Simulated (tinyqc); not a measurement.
What each oscillator parameter does: Lorentz oscillators and the Kramers-Kronig relations.

eps(E) = 1 + sum_j S_j/(E0_j^2 - E^2 - i G_j E).

n + i k = sqrt(eps1 + i eps2) with k >= 0; R = ((n - 1)^2 + k^2)/((n + 1)^2 + k^2) at normal incidence from vacuum; alpha = 2 E k/(hbar c), times 1e8 for 1/cm; loss function Im(-1/eps) = eps2/(eps1^2 + eps2^2).

Inputs chosen for the exercise:
- E0 = (3.38, 4.42) eV (resonances)
- G = (0.83, 0.59) eV (widths)
- S = (38.2, 93.2) eV^2 (strengths)
- E = 2.01 eV (photon energy)

At the energy E.

Results for these values:

| case | eps1 | eps2 | n | k | R |
|---|---|---|---|---|---|
| base | 11.901 | 1.570 | 3.457 | 0.227 | 0.306 |

What happens to each result for E = 2.111 eV, all else kept?

Answer: eps1 rises from 11.901 to 12.295; eps2 rises from 1.570 to 1.804; n rises from 3.457 to 3.516; k rises from 0.227 to 0.256; R rises from 0.306 to 0.313.

The same for each parameter in turn:

| case | eps1 | eps2 | n | k | R |
|---|---|---|---|---|---|
| base | 11.901 | 1.570 | 3.457 | 0.227 | 0.306 |
| E0 = (3.549, 4.42) eV | 11.281 | 1.296 | 3.364 | 0.193 | 0.295 |
| G = (1.245, 0.59) eV | 11.620 | 2.030 | 3.422 | 0.297 | 0.303 |
| S = (45.84, 93.2) eV^2 | 12.886 | 1.792 | 3.598 | 0.249 | 0.321 |
| E = 2.111 eV | 12.295 | 1.804 | 3.516 | 0.256 | 0.313 |

Computed by tinyqc, a small Python program: `OMP_NUM_THREADS=1 python tinyqc.py 1650935 1650936 out.jsonl` (the numbers bound the seed that draws the inputs); one thread of a shared host (Intel(R) Xeon(R) Processor @ 2.30GHz), about 0.1 s for the whole set of steps.
